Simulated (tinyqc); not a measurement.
Three-phonon processes in a diatomic chain: dispersion, energy and momentum conservation, and decay channels of optical phonons: one step, computed by the program tinyqc. Command: `OMP_NUM_THREADS=1 python tinyqc.py 3121228 3121229 out.jsonl threeph walk`. One thread of a shared host (Intel(R) Xeon(R) Processor @ 2.30GHz), about 0.04 s of CPU time with the checks.

Cell length a, two atoms, one spring constant. x = q a/pi runs from -1 to 1; A and O are the acoustic and optical branches. Matrix elements are not computed: only conservation laws and occupation factors are followed.

Question. Decay of the zone-centre phonon. omega^2 = k (1/m + 1/M) -/+ k sqrt((1/m + 1/M)^2 - 4 sin^2(pi x/2)/(m M)); nu = 15.6333042 THz x sqrt(omega^2) for eV/(angstrom^2 u). O(0) -> A(x) + A(-x) needs nu_A(x) = nu_O(0)/2, which gives sin^2(pi x/2) = (3/16)(m + M)^2/(m M). Full width at half maximum Gamma = Gamma_0 (1 + 2 n), n = 1/(exp(h nu_A/(k_B T)) - 1); lifetime = 1/(2 pi c Gamma).

Inputs (values chosen for the exercise, for a model chain): light mass m = 31 u; heavy mass M = 39.4 u; temperature T = 50 K; zero-temperature width Gamma_0 = 0.21 1/cm.

optical top = 15.38377 THz

Constants: h x 1 THz = 4.135667696 meV; k_B = 8.617333262e-05 eV/K; c = 299792458 m/s.

Give: x of the products; their frequency; occupation n; width Gamma; lifetime.

Answer.

x of the products = 0.67469

their frequency = 7.6919 THz

occupation n = 6.2209e-04

width Gamma = 0.21026 1/cm

lifetime = 25.249 ps
